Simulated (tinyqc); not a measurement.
UHF in the 6-31g basis, for H2-, spin multiplicity 2, step by step. The basis has no diffuse functions, so it cannot describe the extra electron: this is an exercise in the method, not the real anion. One step of it, computed by the program tinyqc.

Problem. Orthogonalisation. S = U s U^T; symmetric (Loewdin) form X = U s^(-1/2) U^T, so that X^T S X = 1.

overlap S, lower triangle:
```
          1H 1s     1H 2s     2H 1s     2H 2s
1H 1s  1.000000
1H 2s  0.658292  1.000000
2H 1s  0.079527  0.265315  1.000000
2H 2s  0.265315  0.572362  0.658292  1.000000
```

Give: eigenvalues of S; X.

Solution.

eigenvalues of S: 0.210  0.370  1.138  2.282

X, lower triangle:
```
        1H 1s   1H 2s   2H 1s  2H 2s
1H 1s   1.254
1H 2s  -0.501   1.458
2H 1s   0.025   0.026   1.254
2H 2s   0.026  -0.432  -0.501  1.458
```
